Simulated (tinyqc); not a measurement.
CCSD on RHF in the sto-3g basis, frozen core, for BeH2, spin multiplicity 1, step by step. One step of it, computed by the program tinyqc.

Task: CCSD: starting amplitudes. t_ij^ab = <ij||ab> / (e_i + e_j - e_a - e_b), whose energy is MP2.

orbital energies (hartree): MO1 -4.534661, MO2 -0.416755, MO3 -0.369698, MO4 0.213311, MO5 0.213616, MO6 0.347410, MO7 0.689706

Two-electron integrals over orbitals (pq|rs), unique and non-zero (hartree); the lowest 1 orbital is frozen and left out:
```
(22|22) 0.401608    (32|22) -0.063625   (32|32) 0.132597    (33|22) 0.358305
(33|32) 0.051418    (33|33) 0.428958    (42|22) 0.002324    (42|32) -0.000838
(42|33) 0.002338    (42|42) 0.046085    (43|22) -0.001323   (43|32) 0.003693
(43|33) 0.002173    (43|42) 0.006628    (43|43) 0.013777    (44|22) 0.353002
(44|32) 0.000538    (44|33) 0.332595    (44|42) -0.008033   (44|43) -0.002033
(44|44) 0.450021    (52|52) 0.046036    (53|52) 0.006634    (53|53) 0.013605
(54|52) -0.002509   (54|53) -0.000551   (54|54) 0.024350    (55|22) 0.353116
(55|32) 0.000533    (55|33) 0.332575    (55|42) -0.003042   (55|43) -0.000938
(55|44) 0.401241    (55|55) 0.449859    (62|22) -0.021441   (62|32) 0.019663
(62|33) -0.032332   (62|42) -0.001384   (62|43) -0.000014   (62|44) 0.064784
(62|55) 0.065241    (62|62) 0.079197    (63|22) 0.035430    (63|32) -0.081299
(63|33) -0.044287   (63|42) -0.000055   (63|43) -0.003679   (63|44) 0.022010
(63|55) 0.022138    (63|62) 0.009545    (63|63) 0.092166    (64|22) 0.000689
(64|32) -0.000406   (64|33) -0.001741   (64|42) 0.044597    (64|43) 0.010249
(64|44) -0.000626   (64|55) 0.002509    (64|62) 0.006492    (64|63) 0.002227
(64|64) 0.048497    (65|52) 0.045098    (65|53) 0.010389    (65|54) -0.001580
(65|65) 0.048765    (66|22) 0.367561    (66|32) 0.013996    (66|33) 0.392054
(66|42) 0.006690    (66|43) 0.002031    (66|44) 0.350431    (66|55) 0.350920
(66|62) -0.023943   (66|63) -0.018036   (66|64) 0.004174    (66|66) 0.394179
(72|22) -0.018298   (72|32) 0.037197    (72|33) 0.008155    (72|42) -0.001642
(72|43) 0.002946    (72|44) 0.017554    (72|55) 0.017594    (72|62) 0.029463
(72|63) -0.055687   (72|64) 0.000880    (72|66) -0.000740   (72|72) 0.062408
(73|22) -0.001065   (73|32) -0.002721   (73|33) 0.016488    (73|42) 0.004182
(73|43) 0.001507    (73|44) -0.068228   (73|55) -0.068335   (73|62) -0.072057
(73|63) -0.029237   (73|64) -0.003318   (73|66) 0.019485    (73|72) -0.014421
(73|73) 0.082520    (74|22) -0.002985   (74|32) 0.006774    (74|33) 0.002939
(74|42) 0.006442    (74|43) -0.011907   (74|44) -0.000285   (74|55) 0.000015
(74|62) 0.001244    (74|63) -0.004617   (74|64) 0.002609    (74|66) 0.001269
(74|72) 0.001581    (74|73) -0.000198   (74|74) 0.017541    (75|52) 0.006510
(75|53) -0.012104   (75|54) -0.000152   (75|65) 0.002674    (75|75) 0.017185
(76|22) 0.056228    (76|32) -0.125839   (76|33) -0.055770   (76|42) 0.001245
(76|43) -0.004374   (76|44) 0.000710    (76|55) 0.000773    (76|62) -0.016042
(76|63) 0.088258    (76|64) 0.001066    (76|66) -0.018312   (76|72) -0.047055
(76|73) -0.000253   (76|74) -0.006298   (76|76) 0.133191    (77|22) 0.408099
(77|32) -0.023600   (77|33) 0.404394    (77|42) 0.000707    (77|43) -0.000642
(77|44) 0.376733    (77|55) 0.376659    (77|62) -0.020260   (77|63) 0.012619
(77|64) -0.001316   (77|66) 0.405342    (77|72) -0.010456   (77|73) -0.004922
(77|74) -0.001014   (77|76) 0.018261    (77|77) 0.454451
```

Give: Starting amplitudes; correlation energy.

Result:

Starting amplitudes (spin orbitals 1a, 1b, ...; amplitudes related by a flip of all spins are not repeated; the 24 largest):

| from | to | t |
|---|---|---|
| 3a 3b | 6a 6b | -0.0643 |
| 2a 2b | 6a 6b | -0.0518 |
| 2a 3b | 6a 7b | 0.0395 |
| 3a 3b | 7a 7b | -0.0389 |
| 2a 2b | 4a 4b | -0.0366 |
| 2a 2b | 5a 5b | -0.0365 |
| 2a 3b | 6b 7a | -0.0305 |
| 2a 2b | 7a 7b | -0.0282 |
| 3a 3b | 6a 7b | 0.0165 |
| 2a 2b | 6a 7b | -0.0158 |
| 3a 3b | 4a 4b | -0.0118 |
| 3a 3b | 5a 5b | -0.0117 |
| 2a 3a | 6a 7a | 0.0090 |
| 2a 3b | 7a 7b | 0.0067 |
| 2a 3b | 6a 6b | -0.0064 |
| 2a 3b | 5a 5b | -0.0055 |
| 2a 3b | 4a 4b | -0.0055 |
| 3a 3b | 4a 6b | 0.0028 |
| 2a 3b | 4a 7b | -0.0025 |
| 2a 3b | 4b 7a | 0.0017 |
| 2a 2b | 4a 6b | 0.0010 |
| 2a 2b | 4a 7b | 0.0009 |
| 3a 3b | 4a 7b | -0.0009 |
| 2a 3a | 4a 7a | -0.0007 |

correlation energy = -0.030491 hartree
